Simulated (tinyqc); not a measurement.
Type-II superlattice in the two-band Kane model: sweeps and comparisons. A value that a table varies takes the place of the one given here.

Motion along the axis, period d = a + b, c = hbar^2/2m0. Conduction and light-hole bands couple: (E - Ec)(E - Ev) = Ep c k^2 in each layer, with mass m(E) = (E - Ev)/Ep, which may be negative. The conduction envelope psi and psi'/m(E) are continuous; a layer carries them by [[cos kt, (m/k) sin kt], [-(k/m) sin kt, cos kt]] (cosh and sinh for k^2 < 0), and cos(q d) = tr(M_B M_A)/2. C1 is the first miniband above EvB, with its bottom at tr/2 = +1 and its top at -1; the gap is the bottom of C1 less the top heavy-hole level HH1.

Heavy holes are uncoupled: with e = EvB - E, p = sqrt(mhB e/c), w = sqrt(mhA (EvB - EvA - e)/c), the top level HH1 at q = 0 solves (p/mhB) tan(p b/2) = (w/mhA) tanh(w a/2).

Constants: hbar^2/2m0 = 3.80998211 eV angstrom^2; hc = 1239.841984 eV nm.

Parameters, chosen for this exercise (near those of an InAs/GaSb superlattice; the results hold for these values, not for the real material): b = 40 angstrom (layer B); EcA = 0 eV (conduction edge of A); EvA = -0.414 eV (valence edge of A); EcB = 0.976 eV (conduction edge of B); EvB = 0.155 eV (valence edge of B); EpA = 14.3 eV (coupling energy in A); EpB = 17.7 eV (coupling energy in B); mhA = 0.35 m0 (heavy hole in A); mhB = 0.26 m0 (heavy hole in B); As = (20, 28, 37, 47, 52, 65, 77) angstrom (widths of layer A); a = 48 angstrom (layer A).

## Width of layer A

Bottom of C1 (tr/2 = +1, above EvB), HH1, the gap and hc/gap; widths at which C1 no longer starts above EvB are left out.

Results:

| a (angstrom) | C1 (eV) | HH1 (eV) | gap (meV) | cut-off (micrometre) |
|---|---|---|---|---|
| 20 | 0.5045 | 0.1018 | 402.8 | 3.08 |
| 28 | 0.3913 | 0.1013 | 290.0 | 4.27 |
| 37 | 0.3034 | 0.1012 | 202.2 | 6.13 |
| 47 | 0.2361 | 0.1012 | 134.9 | 9.19 |
| 52 | 0.2104 | 0.1012 | 109.2 | 11.35 |
| 65 | 0.1600 | 0.1012 | 58.9 | 21.07 |

How do the results move?

From a = 20 to 65 angstrom C1 falls by 344 meV while HH1 moves by -0.6 meV, so layer A tunes the gap, from 403 to 59 meV. The cut-off shifts by 0.150 micrometre per angstrom at the thin end and 0.747 at the thick end: long wavelengths need tight control of the thickness.

## One band or two

Bottom of C1. One band: (k/mA) tan(k a/2) = (kappa/mB) tanh(kappa b/2) with the edge masses (Ec - Ev)/Ep and barrier EcB - EcA. Second row: mA replaced by m(E). The last column is measured against two bands.

Results:

| model | C1 (eV) | gap (meV) | error (meV) |
|---|---|---|---|
| one band, edge masses | 0.2119 | 110.8 | -18.6 |
| m(E) in A only | 0.1853 | 84.1 | -45.3 |
| two bands | 0.2306 | 129.4 | 0.0 |

mA = 0.0290 m0
mB = 0.0464 m0

How do the results move?

With edge masses C1 errs by -19 meV, 14 % of the gap. The heavier m(E) in A changes it by -27 meV; the treatment of B changes it by +45 meV, since C1 lies 76 meV above the valence edge of B, where its mass is 0.0043 instead of 0.0464.

## What each parameter does

Bottom and width of C1, HH1 and the gap. Each row changes one parameter from the base and keeps the others.

Results:

| case | C1 (eV) | width (meV) | HH1 (eV) | gap (meV) |
|---|---|---|---|---|
| base | 0.2306 | 47.2 | 0.1012 | 129.4 |
| a = 45 angstrom | 0.2476 | 49.8 | 0.1012 | 146.5 |
| b = 37 angstrom | 0.2266 | 52.9 | 0.0944 | 132.2 |
| EvB = 0.135 eV | 0.2290 | 44.7 | 0.0816 | 147.4 |
| EcB = 1.026 eV | 0.2341 | 44.0 | 0.1012 | 132.9 |
| EvA = -0.444 eV | 0.2260 | 46.0 | 0.1005 | 125.5 |
| EpA = 15.4 eV | 0.2379 | 49.9 | 0.1012 | 136.7 |
| mhB = 0.3 m0 | 0.2306 | 47.2 | 0.1055 | 125.1 |

How do the results move?

The largest shifts from the base row, up to three for each result and ties (the steps differ in size, so this ranks the rows, not the parameters). C1 (eV): a +0.0171, EpA +0.0073, EvA -0.0045; unchanged at the printed digits by mhB. width (meV): b +5.7, EcB -3.3, EpA +2.6, EvB -2.6; unchanged at the printed digits by mhB. HH1 (eV): EvB -0.0196, b -0.0068, mhB +0.0043; unchanged at the printed digits by a, EcB and EpA. gap (meV): EvB +18.0, a +17.1, EpA +7.3.

Program tinyqc; command `OMP_NUM_THREADS=1 python tinyqc.py 1251848 1251849 out.jsonl`; about 0.06 s on one thread of a shared Intel(R) Xeon(R) Processor @ 2.30GHz.
